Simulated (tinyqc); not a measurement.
Two-band model of a narrow-gap semiconductor with electrons and holes: one step, computed by the program tinyqc.

Two parabolic bands with acoustic scattering (r = -1/2, a = 0), a gap that does not change with T, and fully ionised dopants. Melting is ignored, so values above the melting point are formal, and kappa_L does not change with T. eta_n = (E_F - E_c)/(k_B T), eta_p = -eta_n - E_g/(k_B T).

Problem. Each band alone. With x = E/(k_B T), a = alpha k_B T (0 for a parabolic band), G = x (1 + a x), D = 1 + 2 a x and <y> = int y f (1 - f) dx, f = 1/(1 + exp(x - eta)): tau = tau_0 G^r/D; transport function s = G^(3/2 + r)/D^2; n = N_0 <G^(3/2)> with N_0 = (2 m k_B T)^(3/2)/(3 pi^2 hbar^3). Integrals over x = E/(k_B T) use 160 Gauss-Legendre points in u = sqrt(x) from 0 to sqrt(max(eta, 0) + 32). sigma = e mu_0 N_0 <s> with mu_0 = e tau_0/m = mu_300 (T/300 K)^(-p); |S| = (k_B/e)(<x s>/<s> - eta); Lorenz number L = (k_B/e)^2 (<x^2 s>/<s> - (<x s>/<s>)^2); kappa_e = L sigma T; zT = S^2 sigma T/(kappa_L + kappa_e). Hall factor r_H = <x^(3/2)> <x^(1/2)>/<s>^2.

Inputs (values chosen for the exercise, modelled on Mg2Si):

| quantity | value | unit |
|---|---|---|
| electron mass m_n | 0.87 | m_0 |
| hole mass m_p | 1.4 | m_0 |
| electron mobility parameter mu_300,n | 290 | cm^2/(V s) |
| hole mobility parameter mu_300,p | 50 | cm^2/(V s) |
| temperature exponent p | 1.5 | - |
| temperature T | 510 | K |

Doping: n-type.

eta_n = -1.143293

eta_p = -12.96416

Constants: e = 1.602176634e-19 C; m_0 = 9.1093837015e-31 kg; k_B = 1.380649e-23 J/K; hbar = 1.054571817e-34 J s; k_B = 8.617333262e-05 eV/K.

Give: Partial coefficients.

Solution.

Partial coefficients:

| band | sigma (S/cm) | \|S\| (microvolt/K) | L (1e-8 V^2/K^2) | density (1/cm^3) | Hall factor |
|---|---|---|---|---|---|
| electrons | 196.9 | 283.2 | 1.536 | 1.300e+19 | 1.159 |
| holes | 5.869e-04 | 1290 | 1.485 | 2.159e+14 | 1.178 |

The minority carriers have the larger |S|, since the Fermi level lies farther from their band; they carry 0.0003 % of the conductivity.
